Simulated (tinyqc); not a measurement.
Bottom-up copper filling of a trench by curvature-enhanced accelerator coverage. Changing the exchange current of the suppressed surface i_0. Computed by tinyqc, a small Python program. Command: `OMP_NUM_THREADS=1 python tinyqc.py 3010985 3010986 out.jsonl superfill sweep`. One thread of a shared host (Intel(R) Xeon(R) Processor @ 2.30GHz), about 0.08 s of CPU time with the checks.

A rectangular trench keeps vertical walls and a flat floor. An accelerator floats on the surface; where area is lost in the corners it is passed on to the floor.

Inputs (values chosen for the exercise, close to those used for damascene copper plating):

| quantity | value | unit |
|---|---|---|
| trench width w | 61 | nm |
| aspect ratio h/w | 3 | - |
| exchange current of the accelerated surface i_1 | 0.88 | mA/cm^2 |
| transfer coefficient alpha | 0.45 | - |
| overpotential eta | 0.1 | V |
| starting coverage theta_0 | 0.0059 | - |
| adsorption rate k_a | 0.00025 | 1/s |
| cupric ion concentration C | 0.4 | mol/l |
| diffusivity D | 4.5e-06 | cm^2/s |
| boundary layer delta | 62 | um |
| temperature T | 298 | K |

Constants: e = 1.602176634e-19 C; N_A = 6.02214076e+23 1/mol; k_B = 8.617333262e-05 eV/K.

Method. Kinetic current i_k = [i_0 (1 - theta) + i_1 theta] exp(alpha eta/(k_B T)), limit i_L = 2 F D C/delta, i = 1/(1/i_k + 1/i_L); velocity v = i Omega/(2F), Omega = 7.11 cm^3/mol, F = e N_A. Depletion inside the trench is ignored. Half width x, floor height y, depth h = aspect ratio x w. dx/dt = -v_s, dy/dt = v_b. d theta_b/dt = k_a (1 - theta_b) + [theta_s v_b + theta_b v_s]/x: the floor takes the accelerator of the wall it covers and keeps its own as it narrows. d theta_s/dt = k_a (1 - theta_s). theta_b is capped at 1. Integrate (tolerance 1e-9) until the walls meet (x = 0.02 w/2) or the floor passes the original mouth y = h. Start: x = w/2, y = 0, theta_b = theta_s = theta_0. Height filled = y/h, opening left = x/(w/2).

One run for each value:

| exchange current of the suppressed surface i_0 (mA/cm^2) | ratio v(1)/v(theta_0) | share of the height filled from the floor | opening left, as a share of w |
|---|---|---|---|
| 0.0044 | 84.433 | 0.72361 | 0.02 |
| 0.0085 | 59.231 | 0.68644 | 0.02 |
| 0.0160 | 38.329 | 0.62299 | 0.02 |
| 0.0320 | 21.889 | 0.50951 | 0.02 |
| 0.0610 | 12.340 | 0.37349 | 0.02 |
| 0.1200 | 6.565 | 0.25439 | 0.02 |
| 0.2300 | 3.534 | 0.19521 | 0.02 |
| 0.4400 | 1.906 | 0.17202 | 0.02 |

Describe and explain the trends.

Over the rows, ratio v(1)/v(theta_0) falls from 84.4 to 1.91 (exponent d ln y / d ln x -0.54 between the first rows and -0.95 between the last); share of the height filled from the floor falls from 0.724 to 0.172 (exponent d ln y / d ln x -0.080 between the first rows and -0.19 between the last); opening left, as a share of w does not change. A stronger suppressor (smaller i_0) raises the contrast, until theta_0 i_1 outweighs i_0.

Caution (all rows): real profiles develop slanted corners, and accelerator is consumed; both are left out.
